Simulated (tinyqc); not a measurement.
p-n heterojunction, non-linear Poisson equation by Newton steps, Fermi-Dirac statistics: effect of the conduction-band offset Ec2 - Ec1.

One dimension, material 1 (p-type) at x < 0 and material 2 (n-type) at x > 0. Band edges: Ec = -psi in material 1 and -psi + dEc in material 2, Ev = Ec - Eg. Flat quasi-Fermi levels: 0 for holes, +V for electrons. n = Nc F((EFn - Ec)/Vt), p = Nv F((Ev - EFp)/Vt), with F(eta) = F_1/2(eta) = (2/sqrt(pi)) int_0^infinity sqrt(u) du/(1 + exp(u - eta)) (Fermi-Dirac statistics); full ionisation, no interface charge, classical densities; the doping types are chosen for the exercise.

Exact first integral: on each side D^2/(2 eps0 er) = G, G = q [Vt (nI_j - nI_b) + Vt (pI_j - pI_b) - C (psi_j - psi_b)], with C = -N1 or +N2, b the neutral end of that side, and nI, pI the densities with F_1/2 replaced by F_3/2(eta) = (4/(3 sqrt(pi))) int_0^infinity u^(3/2) du/(1 + exp(u - eta)). D is continuous, so er1 G1(psi_j) = er2 G2(psi_j) fixes psi_j. Ends from Nv1 F((-psi_L - Eg1)/Vt) = N1 and Nc2 F((V + psi_R - dEc)/Vt) = N2. D is counted positive when psi rises towards material 2. Depletion (Anderson) capacitance C^2 = q eps0 er1 er2 N1 N2/(2 (er1 N1 + er2 N2)(psi_R - psi_L)). -dD/dV is the change of the displacement at the interface with both quasi-Fermi levels flat; it is the terminal capacitance only while neither side holds an inversion layer. n_j and p_j are densities at the interface.

Parameters, values chosen for the exercise; band and dielectric values close to those of GaAs and AlGaAs:

| symbol | value | unit | meaning |
|---|---|---|---|
| T | 300 | K | temperature |
| Eg1 | 1.43 | eV | band gap of material 1 |
| er1 | 12.7 |  | relative permittivity of material 1 |
| Nc1 | 4.36e17 | cm^-3 | conduction-band density of states of material 1 |
| Nv1 | 9.01e18 | cm^-3 | valence-band density of states of material 1 |
| Eg2 | 1.81 | eV | band gap of material 2 |
| er2 | 11.9 |  | relative permittivity of material 2 |
| Nc2 | 6.9e17 | cm^-3 | conduction-band density of states of material 2 |
| Nv2 | 1.1e19 | cm^-3 | valence-band density of states of material 2 |
| N1 | 1.7e18 | cm^-3 | acceptor density of material 1 |
| N2 | 1.7e16 | cm^-3 | donor density of material 2 |
| V | 0.35 | V | bias of side 1 against side 2 |

Constants: q = 1.602176634e-19 C, kB = 1.380649e-23 J/K, Vt = kB T/q, eps0 = 8.8541878128e-14 F/cm where lengths are in cm. Results are converted to the units shown.

Result of one run:

| psi_R - psi_L (V) | psi_j - psi_L (V) | psi_R - psi_j (V) | D/q (cm^-2) | n_j in 1 (cm^-3) | p_j in 2 (cm^-3) | -dD/dV (nF/cm^2) | depletion C (nF/cm^2) |
|---|---|---|---|---|---|---|---|
| 1.313 | 0.03698 | 1.276 | 6.335e11 | 6.499 | 3.563e17 | 22.18 | 32.90 |

Which conduction-band offset Ec2 - Ec1 dEc gave this result: -0.08, 0.07, 0.3 or 0.37 eV?

dEc = 0.37 eV.

The whole series:

| dEc (eV) | psi_R - psi_L (V) | psi_j - psi_L (V) | psi_R - psi_j (V) | D/q (cm^-2) | n_j in 1 (cm^-3) | p_j in 2 (cm^-3) | -dD/dV (nF/cm^2) | depletion C (nF/cm^2) |
|---|---|---|---|---|---|---|---|---|
| -0.08 | 0.8631 | 0.02326 | 0.8398 | 4.266e11 | 3.823 | 1.689e10 | 41.32 | 40.58 |
| 0 | 0.9431 | 0.02451 | 0.9186 | 4.467e11 | 4.013 | 3.552e11 | 39.47 | 38.82 |
| 0.07 | 1.013 | 0.02558 | 0.9875 | 4.637e11 | 4.182 | 5.111e12 | 38.05 | 37.46 |
| 0.14 | 1.083 | 0.02663 | 1.056 | 4.800e11 | 4.355 | 7.360e13 | 36.76 | 36.23 |
| 0.22 | 1.163 | 0.02782 | 1.135 | 4.986e11 | 4.561 | 1.552e15 | 35.37 | 34.96 |
| 0.3 | 1.243 | 0.02960 | 1.213 | 5.257e11 | 4.885 | 3.195e16 | 32.75 | 33.82 |
| 0.37 | 1.313 | 0.03698 | 1.276 | 6.335e11 | 6.499 | 3.563e17 | 22.18 | 32.90 |
| 0.45 | 1.393 | 0.06885 | 1.324 | 1.025e12 | 22.30 | 2.164e18 | 7.601 | 31.94 |
| 0.52 | 1.463 | 0.1151 | 1.348 | 1.455e12 | 133.4 | 4.963e18 | 3.258 | 31.17 |

As dEc goes from -0.08 to 0.52, the total bending rises from 0.863 to 1.46 V and the sheet charge D/q rises from 4.27e11 to 1.45e12 cm^-2; the share of the bending in material 1 goes from 2.69 through a minimum of 2.38 (at dEc = 0.3 among the rows listed) to 7.87 %. The alignment is staggered for dEc = -0.08, 0.45, 0.52 eV. The capacitance departs most from the depletion formula at dEc = 0.52, where it is 90 % below it, and there the holes at the interface in material 2 outnumber its donors: an inversion layer has formed, which screens D from the bias.

tinyqc, about 0.3 s, one thread, Intel Xeon 2.30GHz (shared host): `OMP_NUM_THREADS=1 python tinyqc.py 2040103 2040104 out.jsonl`
